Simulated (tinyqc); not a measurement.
CISD on RHF in the 6-31g basis, for H3+, spin multiplicity 1, step by step (part 1 of 2). Computed by tinyqc, a small Python program that keeps every step (integrals from PySCF). Settings: charge = 1, multiplicity = 1, basis = 6-31g, method = RHF, energy threshold = 1e-10, iteration cap = 52, orthogonalisation = canonical, start = core, DIIS depth = 6, ci = CISD, davidson = 1. Command: `OMP_NUM_THREADS=1 python tinyqc.py 26330 26331 out.jsonl` (the two numbers bound the seeds that draw the settings). One thread of a shared host (Intel(R) Xeon(R) Processor @ 2.60GHz), about 0.1 s of CPU time with the checks. The early iterations of the SCF are left out here.

## One-electron integrals

Geometry (angstrom):
```
atom         x         y          z
H     0.000000  0.000000   0.000000
H     0.000000  0.000000   0.909000
H     0.000000  0.000000  -0.909000
```

Basis 6-31g: exponents (1/bohr^2) and contraction coefficients of normalised primitives:
```
element  l (shell)   exponent  coefficient
H            s (1)  18.731137     0.033495
H            s (1)   2.825394     0.234727
H            s (1)   0.640122     0.813757
H            s (2)   0.161278     1.000000
```

Overlap, kinetic and nuclear-attraction integrals over the contracted functions; the nuclear repulsion is the sum of Za Zb / Rab.

nuclear repulsion = 1.45538287 hartree

overlap S:
```
          1H 1s     1H 2s     2H 1s     2H 2s     3H 1s     3H 2s
1H 1s  1.000000  0.658292  0.316275  0.446670  0.316275  0.446670
1H 2s  0.658292  1.000000  0.446670  0.788249  0.446670  0.788249
2H 1s  0.316275  0.446670  1.000000  0.658292  0.015709  0.139921
2H 2s  0.446670  0.788249  0.658292  1.000000  0.139921  0.386059
3H 1s  0.316275  0.446670  0.015709  0.139921  1.000000  0.658292
3H 2s  0.446670  0.788249  0.139921  0.386059  0.658292  1.000000
```

kinetic energy T (hartree):
```
          1H 1s     1H 2s      2H 1s      2H 2s      3H 1s      3H 2s
1H 1s  1.395678  0.259735   0.081897   0.130391   0.081897   0.130391
1H 2s  0.259735  0.241917   0.130391   0.160442   0.130391   0.160442
2H 1s  0.081897  0.130391   1.395678   0.259735  -0.024828  -0.001804
2H 2s  0.130391  0.160442   0.259735   0.241917  -0.001804   0.034135
3H 1s  0.081897  0.130391  -0.024828  -0.001804   1.395678   0.259735
3H 2s  0.130391  0.160442  -0.001804   0.034135   0.259735   0.241917
```

nuclear attraction V (hartree):
```
           1H 1s      1H 2s      2H 1s      2H 2s      3H 1s      3H 2s
1H 1s  -2.812922  -1.488590  -0.779497  -1.001199  -0.779497  -1.001199
1H 2s  -1.488590  -1.609923  -0.926626  -1.229724  -0.926626  -1.229724
2H 1s  -0.779497  -0.926626  -2.524153  -1.307062  -0.038409  -0.296986
2H 2s  -1.001199  -1.229724  -1.307062  -1.414778  -0.296986  -0.621525
3H 1s  -0.779497  -0.926626  -0.038409  -0.296986  -2.524153  -1.307062
3H 2s  -1.001199  -1.229724  -0.296986  -0.621525  -1.307062  -1.414778
```

core Hamiltonian H = T + V (hartree):
```
           1H 1s      1H 2s      2H 1s      2H 2s      3H 1s      3H 2s
1H 1s  -1.417244  -1.228855  -0.697601  -0.870808  -0.697601  -0.870808
1H 2s  -1.228855  -1.368006  -0.796235  -1.069283  -0.796235  -1.069283
2H 1s  -0.697601  -0.796235  -1.128475  -1.047327  -0.063237  -0.298790
2H 2s  -0.870808  -1.069283  -1.047327  -1.172861  -0.298790  -0.587390
3H 1s  -0.697601  -0.796235  -0.063237  -0.298790  -1.128475  -1.047327
3H 2s  -0.870808  -1.069283  -0.298790  -0.587390  -1.047327  -1.172861
```

## Two-electron integrals

Functions are numbered as in S; the eight-fold symmetry (ij|kl) = (ji|kl) = (kl|ij) leaves the list below.

Two-electron integrals (ij|kl) in chemists' order, unique and non-zero (hartree):
```
(11|11) 1.076566   (21|11) 0.578470   (21|21) 0.329423   (22|11) 0.587396
(22|21) 0.361304   (22|22) 0.453150   (31|11) 0.265919   (31|21) 0.153670
(31|22) 0.171574   (31|31) 0.094277   (32|11) 0.275030   (32|21) 0.169673
(32|22) 0.211440   (32|31) 0.111436   (32|32) 0.150584   (33|11) 0.564357
(33|21) 0.357290   (33|22) 0.461957   (33|31) 0.265919   (33|32) 0.383855
(33|33) 1.076566   (41|11) 0.383855   (41|21) 0.219722   (41|22) 0.242956
(41|31) 0.111436   (41|32) 0.126271   (41|33) 0.275030   (41|41) 0.150584
(42|11) 0.433831   (42|21) 0.268995   (42|22) 0.343522   (42|31) 0.143869
(42|32) 0.188457   (42|33) 0.433831   (42|41) 0.188457   (42|42) 0.281559
(43|11) 0.357290   (43|21) 0.224943   (43|22) 0.292071   (43|31) 0.153670
(43|32) 0.219722   (43|33) 0.578470   (43|41) 0.169673   (43|42) 0.268995
(43|43) 0.329423   (44|11) 0.461957   (44|21) 0.292071   (44|22) 0.390467
(44|31) 0.171574   (44|32) 0.242956   (44|33) 0.587396   (44|41) 0.211440
(44|42) 0.343522   (44|43) 0.361304   (44|44) 0.453150   (51|11) 0.265919
(51|21) 0.153670   (51|22) 0.171574   (51|31) 0.057181   (51|32) 0.061748
(51|33) 0.123530   (51|41) 0.094801   (51|42) 0.114360   (51|43) 0.080724
(51|44) 0.115524   (51|51) 0.094277   (52|11) 0.275030   (52|21) 0.169673
(52|22) 0.211440   (52|31) 0.061748   (52|32) 0.070584   (52|33) 0.143195
(52|41) 0.103583   (52|42) 0.136860   (52|43) 0.093962   (52|44) 0.138576
(52|51) 0.111436   (52|52) 0.150584   (53|11) 0.015201   (53|21) 0.008488
(53|22) 0.008984   (53|31) 0.003955   (53|32) 0.004240   (53|33) 0.008861
(53|41) 0.005651   (53|42) 0.006662   (53|43) 0.005565   (53|44) 0.007162
(53|51) 0.003955   (53|52) 0.004240   (53|53) 0.000221   (54|11) 0.096833
(54|21) 0.058433   (54|22) 0.069946   (54|31) 0.021990   (54|32) 0.024717
(54|33) 0.050069   (54|41) 0.036159   (54|42) 0.046410   (54|43) 0.032718
(54|44) 0.047324   (54|51) 0.036091   (54|52) 0.046069   (54|53) 0.001475
(54|54) 0.014516   (55|11) 0.564357   (55|21) 0.357290   (55|22) 0.461957
(55|31) 0.123530   (55|32) 0.143195   (55|33) 0.291063   (55|41) 0.213102
(55|42) 0.288057   (55|43) 0.191536   (55|44) 0.287657   (55|51) 0.265919
(55|52) 0.383855   (55|53) 0.008861   (55|54) 0.112626   (55|55) 1.076566
(61|11) 0.383855   (61|21) 0.219722   (61|22) 0.242956   (61|31) 0.094801
(61|32) 0.103583   (61|33) 0.213102   (61|41) 0.142809   (61|42) 0.174038
(61|43) 0.136383   (61|44) 0.184037   (61|51) 0.111436   (61|52) 0.126271
(61|53) 0.005651   (61|54) 0.042621   (61|55) 0.275030   (61|61) 0.150584
(62|11) 0.433831   (62|21) 0.268995   (62|22) 0.343522   (62|31) 0.114360
(62|32) 0.136860   (62|33) 0.288057   (62|41) 0.174038   (62|42) 0.242612
(62|43) 0.185879   (62|44) 0.262063   (62|51) 0.143869   (62|52) 0.188457
(62|53) 0.006662   (62|54) 0.059972   (62|55) 0.433831   (62|61) 0.188457
(62|62) 0.281559   (63|11) 0.096833   (63|21) 0.058433   (63|22) 0.069946
(63|31) 0.036091   (63|32) 0.046069   (63|33) 0.112626   (63|41) 0.042621
(63|42) 0.059972   (63|43) 0.065425   (63|44) 0.074076   (63|51) 0.021990
(63|52) 0.024717   (63|53) 0.001475   (63|54) 0.008681   (63|55) 0.050069
(63|61) 0.036159   (63|62) 0.046410   (63|63) 0.014516   (64|11) 0.226769
(64|21) 0.139485   (64|22) 0.174943   (64|31) 0.066238   (64|32) 0.081628
(64|33) 0.178343   (64|41) 0.093795   (64|42) 0.132620   (64|43) 0.112757
(64|44) 0.150743   (64|51) 0.066238   (64|52) 0.081628   (64|53) 0.003468
(64|54) 0.027003   (64|55) 0.178343   (64|61) 0.093795   (64|62) 0.132620
(64|63) 0.027003   (64|64) 0.067538   (65|11) 0.357290   (65|21) 0.224943
(65|22) 0.292071   (65|31) 0.080724   (65|32) 0.093962   (65|33) 0.191536
(65|41) 0.136383   (65|42) 0.185879   (65|43) 0.125926   (65|44) 0.188058
(65|51) 0.153670   (65|52) 0.219722   (65|53) 0.005565   (65|54) 0.065425
(65|55) 0.578470   (65|61) 0.169673   (65|62) 0.268995   (65|63) 0.032718
(65|64) 0.112757   (65|65) 0.329423   (66|11) 0.461957   (66|21) 0.292071
(66|22) 0.390467   (66|31) 0.115524   (66|32) 0.138576   (66|33) 0.287657
(66|41) 0.184037   (66|42) 0.262063   (66|43) 0.188058   (66|44) 0.276221
(66|51) 0.171574   (66|52) 0.242956   (66|53) 0.007162   (66|54) 0.074076
(66|55) 0.587396   (66|61) 0.211440   (66|62) 0.343522   (66|63) 0.047324
(66|64) 0.150743   (66|65) 0.361304   (66|66) 0.453150
```

## Orthogonalisation

S = U s U^T; canonical form X = U s^(-1/2), so that X^T S X = 1. Each column of U has its largest component positive (the first on a tie).

eigenvalues of S: 0.043199  0.248664  0.447119  0.591195  1.349569  3.320255

X:
```
               1          2          3          4          5         6
1H 1s  -0.793313   0.000000   0.435363   1.109942   0.000000  0.219335
1H 2s   3.722685   0.000000  -0.527076   0.030474   0.000000  0.288612
2H 1s   0.244379  -0.816799   0.819590  -0.417253   0.497556  0.168394
2H 2s  -2.066575   1.159132  -0.461376  -0.234935   0.350610  0.237764
3H 1s   0.244379   0.816799   0.819590  -0.417253  -0.497556  0.168394
3H 2s  -2.066575  -1.159132  -0.461376  -0.234935  -0.350610  0.237764
```

## Iteration 6 (converged): orbitals

converged F (hartree):
```
           1H 1s      1H 2s      2H 1s      2H 2s      3H 1s      3H 2s
1H 1s  -0.512816  -0.836242  -0.563917  -0.640249  -0.563917  -0.640249
1H 2s  -0.836242  -0.802236  -0.576586  -0.641955  -0.576586  -0.641955
2H 1s  -0.563917  -0.576586  -0.288628  -0.619464  -0.157082  -0.308176
2H 2s  -0.640249  -0.641955  -0.619464  -0.590785  -0.308176  -0.431708
3H 1s  -0.563917  -0.576586  -0.157082  -0.308176  -0.288628  -0.619464
3H 2s  -0.640249  -0.641955  -0.308176  -0.431708  -0.619464  -0.590785
```

Diagonalise F' = X^T F X, C = X C', fill 1 alpha and 1 beta electrons from the bottom; D = 2 C_occ C_occ^T. Each column has its largest component positive (the first on a tie).

F' = X^T F X (hartree):
```
           1          2          3          4          5          6
1   0.481220   0.000000   0.002953  -0.464136   0.000000  -0.020786
2   0.000000   0.575891   0.000000   0.000000  -0.203145   0.000000
3   0.002953   0.000000   0.514137  -0.131278   0.000000  -0.178382
4  -0.464136   0.000000  -0.131278   0.439291   0.000000  -0.139876
5   0.000000  -0.203145   0.000000   0.000000  -0.321455   0.000000
6  -0.020786   0.000000  -0.178382  -0.139876   0.000000  -0.991982
```

orbital energies (hartree): MO1 -1.032558, MO2 -0.365302, MO3 -0.000412, MO4 0.529312, MO5 0.619737, MO6 0.946326

coefficients C:
```
            MO1        MO2        MO3        MO4        MO5        MO6
1H 1s  0.363331   0.000000   0.276977  -0.629306   0.000000  -1.222380
1H 2s  0.409182   0.000000   2.437116   1.451533   0.000000   2.450817
2H 1s  0.228985   0.314028  -0.047736  -0.694396  -0.903388   0.630086
2H 2s  0.044955   0.587271  -1.660344  -0.027451   1.059069  -1.354920
3H 1s  0.228985  -0.314028  -0.047736  -0.694396   0.903388   0.630086
3H 2s  0.044955  -0.587271  -1.660344  -0.027451  -1.059069  -1.354920
```

D after iteration 6:
```
          1H 1s     1H 2s     2H 1s     2H 2s     3H 1s     3H 2s
1H 1s  0.264018  0.297337  0.166394  0.032667  0.166394  0.032667
1H 2s  0.297337  0.334860  0.187393  0.036790  0.187393  0.036790
2H 1s  0.166394  0.187393  0.104868  0.020588  0.104868  0.020588
2H 2s  0.032667  0.036790  0.020588  0.004042  0.020588  0.004042
3H 1s  0.166394  0.187393  0.104868  0.020588  0.104868  0.020588
3H 2s  0.032667  0.036790  0.020588  0.004042  0.020588  0.004042
```

## Convergence

Stop when the energy changes by less than 1e-10 hartree and every element of the error matrix X^T (F D S - S D F) X is below 3e-06.

Course of the cycle:
```
iteration  E (hartree)     change  largest element of the error matrix
1          -1.16228968          -                             3.11e-01
2          -1.21153946  -4.92e-02                             3.52e-02
3          -1.21234960  -8.10e-04                             2.19e-03
4          -1.21235292  -3.33e-06                             1.09e-04
5          -1.21235293  -7.80e-09                             8.65e-06
6          -1.21235293  -7.44e-11                             9.35e-09
```

PySCF RHF in the same basis = -1.21235293 hartree

Converged in 6 iterations.

## Integrals over molecular orbitals

(pq|rs) = sum C_ip C_jq C_kr C_ls (ij|kl), one index at a time.

one-electron integrals over orbitals h = C^T H C (hartree):
```
           1          2          3          4          5          6
1  -1.635177   0.000000  -0.090383   0.091509   0.000000   0.077494
2   0.000000  -1.166115   0.000000   0.000000   0.172467   0.000000
3  -0.090383   0.000000  -0.713891  -0.026353   0.000000   0.228635
4   0.091509   0.000000  -0.026353  -0.352005   0.000000  -0.026710
5   0.000000   0.172467   0.000000   0.000000  -0.187414   0.000000
6   0.077494   0.000000   0.228635  -0.026710   0.000000  -0.119322
```

Two-electron integrals over orbitals (pq|rs), unique and non-zero (hartree):
```
(11|11) 0.602619    (21|21) 0.121151    (22|11) 0.460982    (22|22) 0.452095
(31|11) 0.090383    (31|22) 0.003994    (31|31) 0.056334    (32|21) -0.077992
(32|32) 0.085269    (33|11) 0.384907    (33|22) 0.362229    (33|31) 0.014333
(33|33) 0.341190    (41|11) -0.091509   (41|22) -0.074137   (41|31) -0.011246
(41|33) -0.041953   (41|41) 0.058117    (42|21) -0.061298   (42|32) 0.032711
(42|42) 0.052093    (43|11) 0.007554    (43|22) 0.023421    (43|31) -0.010398
(43|33) 0.004819    (43|41) -0.000318   (43|43) 0.012530    (44|11) 0.469717
(44|22) 0.406969    (44|31) 0.039772    (44|33) 0.331876    (44|41) -0.055362
(44|43) 0.019626    (44|44) 0.420524    (51|21) -0.068123   (51|32) 0.028905
(51|42) 0.052225    (51|51) 0.056289    (52|11) -0.120295   (52|22) -0.107039
(52|31) -0.008118   (52|33) -0.041076   (52|41) 0.057447    (52|43) -0.016877
(52|44) -0.095931   (52|52) 0.086562    (53|21) -0.014758   (53|32) 0.032433
(53|42) -0.009981   (53|51) -0.009865   (53|53) 0.034715    (54|21) 0.109956
(54|32) -0.071494   (54|42) -0.064231   (54|51) -0.069207   (54|53) -0.009074
(54|54) 0.113693    (55|11) 0.431720    (55|22) 0.427336    (55|31) 0.001903
(55|33) 0.339345    (55|41) -0.078364   (55|43) 0.022229    (55|44) 0.395028
(55|52) -0.112292   (55|55) 0.426845    (61|11) -0.077494   (61|22) 0.022300
(61|31) -0.065722   (61|33) -0.023367   (61|41) 0.012634    (61|43) 0.026399
(61|44) -0.009845   (61|52) -0.020178   (61|55) 0.030060    (61|61) 0.108790
(62|21) 0.070577    (62|32) -0.037903   (62|42) -0.049701   (62|51) -0.051946
(62|53) 0.011818    (62|54) 0.072591    (62|62) 0.059046    (63|11) -0.147178
(63|22) -0.073371   (63|31) -0.047846   (63|33) -0.047121   (63|41) 0.044493
(63|43) 0.002236    (63|44) -0.088293   (63|52) 0.050079    (63|55) -0.064678
(63|61) 0.052576    (63|63) 0.076111    (64|11) 0.019672    (64|22) -0.047505
(64|31) 0.043931    (64|33) -0.005703   (64|41) 0.018575    (64|43) -0.018991
(64|44) -0.009845   (64|52) 0.039218    (64|55) -0.058545   (64|61) -0.071985
(64|63) -0.021012   (64|64) 0.066935    (65|21) -0.097417   (65|32) 0.074541
(65|42) 0.061744    (65|51) 0.062181    (65|53) 0.012953    (65|54) -0.102140
(65|62) -0.065115   (65|65) 0.101195    (66|11) 0.587219    (66|22) 0.446827
(66|31) 0.091253    (66|33) 0.388717    (66|41) -0.112734   (66|43) -0.002766
(66|44) 0.455900    (66|52) -0.119466   (66|55) 0.429208    (66|61) -0.104397
(66|63) -0.158871   (66|64) 0.028163    (66|66) 0.623402
```

## CISD: determinants and Hamiltonian

Hartree-Fock energy = -1.21235293 hartree

Slater-Condon rules over spin orbitals, with the nuclear repulsion added and E(HF) subtracted on the diagonal. Only determinants linked to the reference directly or through others are kept (one block of an abelian symmetry group), so some states are absent.

Occupation strings over the orbitals (2 doubly, a alpha, b beta, 0 empty; spin orbitals ordered 1a 1b 2a 2b ...): 200000 a0b000 a00b00 a0000b b0a000 b00a00 b0000a 020000 0a00b0 002000 00ab00 00a00b 00ba00 000200 000a0b 0b00a0 000020 00b00a 000b0a 000002

H - E(HF) between determinants (hartree):
```
           200000     a0b000     a00b00     a0000b     b0a000     b00a00     b0000a     020000
200000   0.000000   0.000000   0.000000   0.000000   0.000000   0.000000   0.000000   0.121151
a0b000   0.000000   0.703574  -0.018799   0.081456  -0.056334   0.011246   0.065722  -0.077992
a00b00   0.000000  -0.018799   1.150270  -0.007038   0.011246  -0.058117  -0.012634  -0.061298
a0000b   0.000000   0.081456  -0.007038   1.500455   0.065722  -0.012634  -0.108790   0.070577
b0a000   0.000000  -0.056334   0.011246   0.065722   0.703574  -0.018799   0.081456   0.077992
b00a00   0.000000   0.011246  -0.058117  -0.012634  -0.018799   1.150270  -0.007038   0.061298
b0000a   0.000000   0.065722  -0.012634  -0.108790   0.081456  -0.007038   1.500455  -0.070577
020000   0.121151  -0.077992  -0.061298   0.070577   0.077992   0.061298  -0.070577   0.787600
0a00b0  -0.068123  -0.014758   0.109956  -0.097417  -0.028905  -0.052225   0.051946   0.065428
002000   0.056334  -0.076050  -0.010398  -0.047846   0.076050   0.010398   0.047846   0.085269
00ab00  -0.011246  -0.010398  -0.050611   0.043931  -0.049557   0.000318  -0.044493   0.032711
00a00b  -0.065722  -0.047846   0.043931   0.000870  -0.054128  -0.026399  -0.052576  -0.037903
00ba00   0.011246  -0.049557   0.000318  -0.044493  -0.010398  -0.050611   0.043931  -0.032711
000200   0.058117  -0.000318   0.036148   0.018575   0.000318  -0.036148  -0.018575   0.052093
000a0b   0.012634   0.044493   0.018575  -0.021225  -0.026399  -0.067649   0.071985  -0.049701
0b00a0   0.068123  -0.028905  -0.052225   0.051946  -0.014758   0.109956  -0.097417  -0.065428
000020   0.056289  -0.009865  -0.069207   0.062181   0.009865   0.069207  -0.062181   0.086562
00b00a   0.065722  -0.054128  -0.026399  -0.052576  -0.047846   0.043931   0.000870   0.037903
000b0a  -0.012634  -0.026399  -0.067649   0.071985   0.044493   0.018575  -0.021225   0.049701
000002   0.108790   0.052576  -0.071985  -0.026903  -0.052576   0.071985   0.026903   0.059046

           0a00b0     002000     00ab00     00a00b     00ba00     000200     000a0b     0b00a0
200000  -0.068123   0.056334  -0.011246  -0.065722   0.011246   0.058117   0.012634   0.068123
a0b000  -0.014758  -0.076050  -0.010398  -0.047846  -0.049557  -0.000318   0.044493  -0.028905
a00b00   0.109956  -0.010398  -0.050611   0.043931   0.000318   0.036148   0.018575  -0.052225
a0000b  -0.097417  -0.047846   0.043931   0.000870  -0.044493   0.018575  -0.021225   0.051946
b0a000  -0.028905   0.076050  -0.049557  -0.054128  -0.010398   0.000318  -0.026399  -0.014758
b00a00  -0.052225   0.010398   0.000318  -0.026399  -0.050611  -0.036148  -0.067649   0.109956
b0000a   0.051946   0.047846  -0.044493  -0.052576   0.043931  -0.018575   0.071985  -0.097417
020000   0.065428   0.085269   0.032711  -0.037903  -0.032711   0.052093  -0.049701  -0.065428
0a00b0   1.741544   0.032433  -0.071494   0.074541   0.009981  -0.064231   0.061744  -0.086562
002000   0.032433   1.581144  -0.021533   0.181514   0.021533   0.012530   0.002236  -0.032433
00ab00  -0.071494  -0.021533   1.933716  -0.032413  -0.012530  -0.006726  -0.018991   0.009981
00a00b   0.074541   0.181514  -0.032413   2.223240  -0.002236  -0.018991  -0.029119  -0.011818
00ba00   0.009981   0.021533  -0.012530  -0.002236   1.933716   0.006726  -0.140342  -0.071494
000200  -0.064231   0.012530  -0.006726  -0.018991   0.006726   2.384250  -0.036554   0.064231
000a0b   0.061744   0.002236  -0.018991  -0.029119  -0.140342  -0.036554   2.652309  -0.072591
0b00a0  -0.086562  -0.032433   0.009981  -0.011818  -0.071494   0.064231  -0.072591   1.741544
000020   0.060175   0.034715  -0.009074   0.012953   0.009074   0.113693  -0.102140  -0.060175
00b00a  -0.011818  -0.181514  -0.002236  -0.076111  -0.032413   0.018991   0.021012   0.074541
000b0a  -0.072591  -0.002236  -0.140342   0.021012  -0.018991   0.036554  -0.066935   0.061744
000002  -0.065115   0.076111  -0.021012   0.069764   0.021012   0.066935   0.001453   0.065115

           000020     00b00a     000b0a     000002
200000   0.056289   0.065722  -0.012634   0.108790
a0b000  -0.009865  -0.054128  -0.026399   0.052576
a00b00  -0.069207  -0.026399  -0.067649  -0.071985
a0000b   0.062181  -0.052576   0.071985  -0.026903
b0a000   0.009865  -0.047846   0.044493  -0.052576
b00a00   0.069207   0.043931   0.018575   0.071985
b0000a  -0.062181   0.000870  -0.021225   0.026903
020000   0.086562   0.037903   0.049701   0.059046
0a00b0   0.060175  -0.011818  -0.072591  -0.065115
002000   0.034715  -0.181514  -0.002236   0.076111
00ab00  -0.009074  -0.002236  -0.140342  -0.021012
00a00b   0.012953  -0.076111   0.021012   0.069764
00ba00   0.009074  -0.032413  -0.018991   0.021012
000200   0.113693   0.018991   0.036554   0.066935
000a0b  -0.102140   0.021012  -0.066935   0.001453
0b00a0  -0.060175   0.074541   0.061744   0.065115
000020   2.719753  -0.012953   0.102140   0.101195
00b00a  -0.012953   2.223240  -0.029119  -0.069764
000b0a   0.102140  -0.029119   2.652309  -0.001453
000002   0.101195  -0.069764  -0.001453   3.052494
```
